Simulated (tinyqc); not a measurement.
Deep-level transient spectroscopy (DLTS) of one majority-carrier trap: one step, computed by the program tinyqc.

A filling pulse loads the traps in a one-sided junction; under reverse bias they empty at the rate e, and the capacitance relaxes as C(t) = C_0 - dC exp(-e t). The signal is S = [C(t_2) - C(t_1)]/dC.

Problem. Emission rate at T. e = g sigma v N_b exp(-E/k_B T), v = sqrt(3 k_B T/m), N_b = 2 M (2 pi m k_B T/h^2)^(3/2), sigma = sigma_0, E = E_t.

Inputs (values chosen for the exercise, with mass and screening modelled on silicon):
```
quantity                    value  unit
density-of-states mass m    0.328   m_0
valleys M                       6     -
trap depth E_t              0.308    eV
cross-section sigma_0     1.6e-14  cm^2
degeneracy ratio g            0.5     -
temperature T                 139     K
```

Carriers: electrons. Extra term: none.

Constants: k_B = 8.617333262e-05 eV/K; k_B = 1.380649e-23 J/K; m_0 = 9.1093837015e-31 kg; h = 6.62607015e-34 J s.

Give: thermal velocity v; N_b; sigma; E; emission rate e.

Solution.

thermal velocity v = 1.388e+07 cm/s

N_b = 8.920e+18 cm^-3

sigma = 1.60e-14 cm^2

E = 0.308 eV

emission rate e = 6.739 1/s
